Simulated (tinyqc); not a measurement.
## Slope factor and drain-induced lowering from three currents

Inverse problem. With source and body at 0 V, I = A exp((Vg + dd Vd)/(nf Vt)) (1 - exp(-Vd/Vt)). Find nf, the swing nf Vt ln 10 and dd.

Inputs (values chosen for the exercise): temperature T = 378 K.

Constants: q = 1.602176634e-19 C, kB = 1.380649e-23 J/K, Vt = kB T/q. Results are converted to the units shown.

currents at (Vg, Vd) = (0, 0.05), (0, 0.7) and (0.09, 0.7) V (nA/um): [0.042039036, 0.46158023, 3.3691361]

Solution. The pair at equal Vd gives nf; the pair at equal Vg, after dividing out the factors 1 - exp(-Vd/Vt), gives dd.

nf = 1.39
swing = 104 mV/decade
dd = 0.150

Computed by the program tinyqc: `OMP_NUM_THREADS=1 python tinyqc.py 2242105 2242106 out.jsonl`, one thread of a shared Intel Xeon 2.30GHz, about 0.03 s for the whole run.
